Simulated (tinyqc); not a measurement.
What moves the results: virtual-crystal alloy A(1-x)B(x) in sp3s* tight binding. A value that a table varies takes the place of the one given here.

sp3s* tight binding, nearest neighbours only: anion (a) at 0, cation (c) at a/4 (1,1,1), orbitals s, px, py, pz, s* on each; k in units of 2 pi/a. With phases e_j = exp(i (pi/2) k.n_j) for n = (1,1,1), (1,-1,-1), (-1,1,-1), (-1,-1,1): g0 = (e1+e2+e3+e4)/4, g1 = (e1+e2-e3-e4)/4, g2 = (e1-e2+e3-e4)/4, g3 = (e1-e2-e3+e4)/4. The diagonal holds the levels Esa, Epa, Exa (s*) and Esc, Epc, Exc. Anion-cation block: <sa|sc> = Vss g0; <sa|xc> = Vsapc g1; <xa|sc> = -Vscpa g1; <xa|xc> = Vxx g0; <xa|yc> = <ya|xc> = Vxy g3, <xa|zc> = <za|xc> = Vxy g2, <ya|zc> = <za|yc> = Vxy g1; <s*a|xc> = Vxapc g1; <xa|s*c> = -Vpaxc g1; y and z take g2 and g3 in place of g1; s-s* and s*-s* vanish.

Virtual crystal: a(x) = (1 - x) aA + x aB (Vegard); the six levels are averaged linearly; the seven couplings follow Harrison's rule, V(x) a(x)^2 = (1 - x) V_A aA^2 + x V_B aB^2. No spin-orbit coupling and no disorder. Gaps are measured from the top of the valence band at Gamma; the Delta value is the minimum on (kx,0,0) for kx from 0.5 to 1.

Inputs chosen for the exercise (A near a published set for Si, B for Ge; such sets place X and L only to about 0.5 eV; shifted at random, so the results belong to these values and not to a real crystal):

| symbol | value | unit | meaning |
|---|---|---|---|
| aA | 5.431 | angstrom | lattice constant of A |
| aB | 5.657 | angstrom | of B |
| pA | (-4.19, 1.718, -4.19, 1.718, 6.676, 6.676, -8.31, 1.719, 4.574, 5.72, 5.72, 5.364, 5.364) | eV | order Esa, Epa, Esc, Epc, Exa, Exc, Vss, Vxx, Vxy, Vsapc, Vscpa, Vxapc, Vpaxc |
| pB | (-5.868, 1.605, -5.868, 1.605, 6.387, 6.387, -6.801, 1.61, 4.88, 5.47, 5.47, 5.225, 5.225) | eV | the same for B |
| x | 0.68 |  | fraction of B |

## Gaps across the alloy

Bowing b from E(x) = (1 - x) E(0) + x E(1) - b x (1 - x), taken at x = 0.5.

Gaps (eV):

| x | a (angstrom) | Gamma | Delta | L |
|---|---|---|---|---|
| 0.000 | 5.4310 | 3.4380 | 1.1757 | 2.5036 |
| 0.125 | 5.4592 | 3.4094 | 1.1286 | 2.2781 |
| 0.250 | 5.4875 | 3.3031 | 1.0811 | 2.0553 |
| 0.375 | 5.5157 | 2.8998 | 1.0333 | 1.8355 |
| 0.500 | 5.5440 | 2.5004 | 0.9852 | 1.6189 |
| 0.625 | 5.5723 | 2.1045 | 0.9369 | 1.4056 |
| 0.750 | 5.6005 | 1.7122 | 0.8882 | 1.1958 |
| 0.875 | 5.6288 | 1.3234 | 0.8393 | 0.9896 |
| 1.000 | 5.6570 | 0.9380 | 0.7901 | 0.7872 |

bowing (eV): Gamma -1.249, Delta -0.009, L 0.106

The lowest valley changes from the Delta line to L near x = 1.00 (linear estimate between rows). The bowing is -1.249 (Gamma), -0.009 (Delta) and +0.106 eV (L); a positive value means that the gap sags below the straight line. At Gamma the lowest empty level is s-like at one end and p-like at the other, so that column has a kink and its b is no true bowing. The virtual crystal leaves out the part of the bowing that comes from disorder and bond relaxation, and this model places the Delta and L valleys only roughly, so crossings, or their absence, can differ from those of the real alloy.

## Two ways to average the couplings

The gaps with the 1/a^2 rule and with a plain linear average of all thirteen parameters.

Gaps (eV):

| x | Gamma | Delta | L | Gamma, linear | Delta, linear | L, linear |
|---|---|---|---|---|---|---|
| 0.10 | 3.4151 | 1.1380 | 2.3230 | 3.4162 | 1.1384 | 2.3278 |
| 0.25 | 3.3031 | 1.0811 | 2.0553 | 3.3253 | 1.0818 | 2.0654 |
| 0.50 | 2.5004 | 0.9852 | 1.6189 | 2.5295 | 0.9863 | 1.6322 |
| 0.75 | 1.7122 | 0.8882 | 1.1958 | 1.7337 | 0.8891 | 1.2056 |
| 0.90 | 1.2460 | 0.8295 | 0.9488 | 1.2563 | 0.8300 | 0.9535 |

At x = 0.5 the two rules differ by -29.1 (Gamma), -1.1 (Delta) and -13.2 meV (L), with lattice constants 4.16 % apart: in terms of bowing, b = 4 times the sag at x = 0.5, the rule adds +0.117, +0.004 and +0.053 eV. The ends x = 0 and 1 are the same under both rules.

## Composition and lattice constants

Gaps of the alloy. Each row changes one parameter from the base and keeps the others.

Results:

| case | gap Gamma (eV) | gap Delta (eV) | gap L (eV) | kx of the Delta minimum |
|---|---|---|---|---|
| base | 1.9315 | 0.9155 | 1.3129 | 0.781 |
| x = 0.73 | 1.7747 | 0.8960 | 1.2291 | 0.785 |
| aA = 5.54 angstrom | 1.9428 | 0.9160 | 1.3180 | 0.781 |
| aB = 5.544 angstrom | 1.9430 | 0.9160 | 1.3181 | 0.781 |

The largest shifts from the base row, up to three for each result and ties (the steps differ in size, so this ranks the rows, not the parameters). gap Gamma (eV): x -0.1567, aB +0.0115, aA +0.0113. gap Delta (eV): x -0.0195, aB +0.0005, aA +0.0005. gap L (eV): x -0.0837, aB +0.0052, aA +0.0051. kx of the Delta minimum: x +0.004; unchanged at the printed digits by aA and aB. The lattice constants enter only through the weights of the couplings.

Program tinyqc; command `OMP_NUM_THREADS=1 python tinyqc.py 1451356 1451357 out.jsonl`; about 0.1 s on one thread of a shared Intel(R) Xeon(R) Processor @ 2.30GHz.
